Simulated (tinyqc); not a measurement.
Tunnelling through a two-layer gate stack, WKB transmission and Tsu-Esaki current: two steps of the calculation.

Electrons leave the emitter at x = 0. Energies E (motion across the layers) are in eV from the emitter Fermi level; the collector Fermi level lies at -V and offers states at every E. No charge in the dielectric and no image force: F1 = V/(t1 + t2 eps1/eps2), F2 = F1 eps1/eps2; U = phi1 - F1 x in layer 1 and phi2 - F1 t1 - F2 (x - t1) in layer 2. With C = hbar^2/(2 m0), kappa = sqrt(m (U - E)/C) where U > E and 0 elsewhere; T(E) = exp(-S), S = 2 times the integral of kappa over x.

Values chosen for this exercise; layer 1 close to aluminium oxide, layer 2 close to hafnium oxide:
- phi1 = 2.53 eV (barrier of layer 1 above the emitter Fermi level at zero bias)
- m1 = 0.4 m0 (tunnelling mass of layer 1)
- t1 = 1.2 nm (thickness of layer 1)
- eps1 = 9.25 (relative permittivity of layer 1)
- phi2 = 1.45 eV (barrier of layer 2 at zero bias)
- m2 = 0.2 m0 (tunnelling mass of layer 2)
- t2 = 3.3 nm (thickness of layer 2)
- eps2 = 22.2 (relative permittivity of layer 2)
- V = 0.4 V (voltage across the dielectric)
- E = 0 eV (energy of the electron followed)
- nc = 4 (cells in each layer)

Constants: q = 1.602176634e-19 C, hbar = 1.054571817e-34 J s, m0 = 9.1093837015e-31 kg, hbar^2/(2 m0) = 0.0380998212 eV nm^2. Results are converted to the units shown.

Question 1. Fields and band edges. F1 = V/(t1 + t2 eps1/eps2), F2 = F1 eps1/eps2; U = phi1 - F1 x in layer 1 and phi2 - F1 t1 - F2 (x - t1) in layer 2. EOT = 3.9 (t1/eps1 + t2/eps2).

Give: F1; F2; U at the end of layer 1; U at the start of layer 2; U at the end of layer 2; EOT.

Answer 1.

F1 = 1.5534 MV/cm
F2 = 0.64725 MV/cm
U at the end of layer 1 = 2.3436 eV
U at the start of layer 2 = 1.2636 eV
U at the end of layer 2 = 1.0500 eV
EOT = 1.0857 nm

Question 2. WKB exponent by the midpoint rule. Cut each layer into nc equal cells, take U and kappa at the cell centres, and sum S = 2 sum kappa h.

Wanted: x; U; kappa; S; T(E).

Answer 2.

x, cell 0 to 7 (nm): [0.150, 0.450, 0.750, 1.050, 1.613, 2.438, 3.263, 4.088]
U, cell 0 to 7 (eV): [2.507, 2.460, 2.413, 2.367, 1.237, 1.183, 1.130, 1.077]
kappa, cell 0 to 7 (1/nm): [5.130, 5.082, 5.034, 4.985, 2.548, 2.493, 2.436, 2.377]
S = 28.40
T(E) = 4.649e-13

Computed by the program tinyqc: `OMP_NUM_THREADS=1 python tinyqc.py 2540036 2540037 out.jsonl`, one thread of a shared Intel Xeon 2.30GHz, about 0.03 s for the whole run.
